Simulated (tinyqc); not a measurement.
Minimum-mode following (dimer method) and harmonic rate on a two-dimensional model surface: one step, computed by the program tinyqc.

V(x, y) = h u^2 + t x + (kappa/2)(y + c u)^2 with u = x^2/w^2 - 1; the path runs from the minimum near (-w, 0) to that near (w, 0).

Question. Dimer step 2. Dimer at R with unit axis N = (cos phi, sin phi) and normal T = (-sin phi, cos phi). Gradients g at R +/- delta N and at R +/- delta T give H N and H T by central differences, (g+ - g-)/(2 delta). With C_N = N.H N, C_T = T.H T and b = T.H N, rotate by theta = (1/2) atan2(-2b, C_T - C_N), the angle of least curvature C = (C_N + C_T)/2 - sqrt((C_N - C_T)^2/4 + b^2). Translate along F = -g + 2 (g.N) N if C < 0, else along F = (g.N) N, with the new axis: R(new) = R + eta F, the move limited to 0.2 angstrom.

Inputs (values chosen for the exercise, for a model surface):

| quantity | value | unit |
|---|---|---|
| height h | 0.27 | eV |
| half width w | 1.2 | angstrom |
| transverse stiffness kappa | 1.7 | eV/angstrom^2 |
| curvature c | 0.28 | angstrom |
| tilt t | 0.039 | eV/angstrom |
| half length delta | 0.005 | angstrom |
| step factor eta | 0.19 | angstrom^2/eV |

Surface: curved double well.

R after step 1 (angstrom): -0.4687112  0.2827394

phi after step 1 = 10.24594 degrees

Give: C_N, C_T, b; rotation theta; phi after step 2; least curvature C; gradient g; effective force F; R after step 2.

Answer.

C_N, C_T, b (eV/angstrom^2): -0.3647  1.7446  0.0633

rotation theta = -1.7186 degrees

phi after step 2 = 8.5273 degrees

least curvature C = -0.36665 eV/angstrom^2

gradient g (eV/angstrom): 0.32282  0.07728

effective force F (eV/angstrom): 0.33129  0.02080

R after step 2 (angstrom): -0.40577  0.28669

The curvature is negative, so the force along the axis is inverted.
